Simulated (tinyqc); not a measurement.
Changing the etch time t: anisotropic wet etching of Si(100): plane rates, V-grooves, membranes and undercut. Computed by tinyqc, a small Python program. Command: `OMP_NUM_THREADS=1 python tinyqc.py 3016610 3016611 out.jsonl wetetch sweep`. One thread of a shared host (Intel(R) Xeon(R) Processor @ 2.30GHz), about 0.01 s of CPU time with the checks.

A long slot opens the mask on a (100) wafer. The floor etches at R100; (111) walls stand at theta = arctan(sqrt2) = 54.7356 degrees to the surface and recede at R111 along their normal.

Inputs (values chosen for the exercise, close to those used for tetramethylammonium hydroxide solutions):
```
quantity                                                                    value     unit
prefactor k0 of the (100) rate                                            7.3e+08   um/min
activation energy of (100), E                                               0.617       eV
ratio (100)/(111) at 80 C                                                      15        -
extra energy of (111), dE                                                    0.13       eV
ratio (100)/oxide at 80 C                                                    5100        -
extra energy of the oxide, dE_ox                                             0.26       eV
bath temperature T                                                             85        C
width w (mask opening along <110>, or membrane width in the design step)      3.8       um
misalignment of the mask                                                        2  degrees
```

Constants: k_B = 8.617333262e-05 eV/K.

Method:
- R100 = k0 exp(-E/(k_B T)); a ratio given at 80 C scales as exp[(extra energy/k_B)(1/T - 1/353.15 K)]; R111 and R_ox follow by division.
- Temperatures in kelvin are T(C) + 273.15.
- A misaligned edge exposes ledges and adds R100 sin(misalignment) to the lateral rate (a simple estimate): u = R111/sin(theta) + R100 sin(misalignment). Top width W = w + 2 u t; floor width b = W - 2 z/tan(theta) = W - sqrt2 z. The floor lasts until b = 0, at t_V = w/(sqrt2 R100 - 2u); depth z = R100 t before t_V and W/sqrt2 after.

One run for each value:
```
etch time t (min)  depth z (um)  top width W (um)  floor width b (um)
1                           1.5               4.2               2.023
2                           3.0               4.5               0.246
4.1                         3.8               5.3               0.000
8.4                         4.9               6.9               0.000
17                          7.1              10.1               0.000
35                         11.8              16.7               0.000
71                         21.2              30.0               0.000
140                        39.2              55.4               0.000
290                        78.3             110.8               0.000
600                       159.2             225.2               0.000
```

Describe and explain the trends.

Over the rows, depth z (um) rises from 1.52 to 159 (exponent d ln y / d ln x between 0.30 and 1.0); top width W (um) rises from 4.17 to 225 (exponent d ln y / d ln x 0.12 between the first rows and 0.98 between the last); floor width b (um) falls from 2.02 to 0, flat over part of the range. At the high end the exponent of depth z is 0.98, close to 1: the floor etches at a constant rate. The depth is R100 t while the floor lasts; after the V has closed only the slow undercut deepens the groove.

Extremes, crossings and ranges named in words are read from the listed rows.
